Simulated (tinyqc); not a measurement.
Interlayer thickness: switching kinetics of a ferroelectric film and the memory window of a ferroelectric gate stack. Computed by tinyqc, a small Python program. Command: `OMP_NUM_THREADS=1 python tinyqc.py 3020236 3020237 out.jsonl feswitch walk`. One thread of a shared host (Intel(R) Xeon(R) Processor @ 2.30GHz), about 0.02 s of CPU time with the checks.

Fields in MV/cm; 1 microcoulomb/cm^2 over eps_0 is 11.29409 MV/cm. In the stack (metal, ferroelectric, interlayer, channel) the channel is taken as a conductor.

Inputs (values chosen for the exercise, for a model film):
```
quantity,value,unit
saturation polarisation P_s,17,microcoulomb/cm^2
ratio P_r/P_s,0.8,-
coercive field E_c,1.2,MV/cm
permittivity of the ferroelectric eps_F,36,-
thickness t_F,21,nm
permittivity of the interlayer eps_I,7.5,-
share s of P screened by trapped charge,0.58,-
pulse height V,7,V
breakdown field of the interlayer,17,MV/cm
```

Method. Series stack: V = E_F t_F + E_I t_I and eps_I E_I = eps_F E_F + (1 - s) P/eps_0. E_I is for P = +P_s at the pulse height, the depolarising field for P = +P_r at V = 0; V needed puts E_F = 1.5 E_c after switching.

Stack against t_I:
```
t_I (nm),E_F after (MV/cm),E_I (MV/cm),depolarising field / E_c,V needed (V)
0.3,2.9757,25.035,0.09583,4.3618
0.5,2.7617,24.008,0.15316,4.7496
0.8,2.4718,22.616,0.23085,5.3314
1.2,2.1337,20.994,0.32143,6.1070
1.6,1.8409,19.588,0.39989,6.8827
2.0,1.5848,18.359,0.46850,7.6584
3.0,1.0662,15.870,0.60746,9.5976
```

What follows from these numbers?

Each nanometre of interlayer costs 1.94 V, against 0.18 V for a nanometre of ferroelectric. The depolarising field grows from 0.10 to 0.61 E_c. At E_F = 1.5 E_c the interlayer carries (1.5 eps_F E_c + (1 - s) P_s/eps_0)/eps_I = 19.4 MV/cm whatever its thickness, above its breakdown field of 17 MV/cm, so the voltages in the last column could not be applied without breakdown. Caution: rows with E_I above the breakdown field of the interlayer cannot be reached without charge injection. Caution: where E_F after switching is below E_c the switching stalls before P_s, and where the depolarising field exceeds E_c the state switches back, so those rows describe states that are not held.
